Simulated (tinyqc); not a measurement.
Lattice vibrations of a chain, step by step. One step of it, computed by the program tinyqc.

Question. Frequencies. omega^2 are the eigenvalues; wavenumber = 521.4708 sqrt(eigenvalue) 1/cm.

D(q) (eV/(angstrom^2 u)):
```
                     1                    2
1             0.381041  -0.261216+0.164092i
2  -0.261216-0.164092i             0.300587
```

Give: eigenvalues; wavenumbers; weights |e|^2 of the mass-weighted modes.

Answer.

eigenvalues: 0.0297  0.6519

wavenumbers (1/cm): 89.9  421.0

weights |e|^2 of the mass-weighted modes:
```
        mode 1  mode 2
atom 1  0.4353  0.5647
atom 2  0.5647  0.4353
```
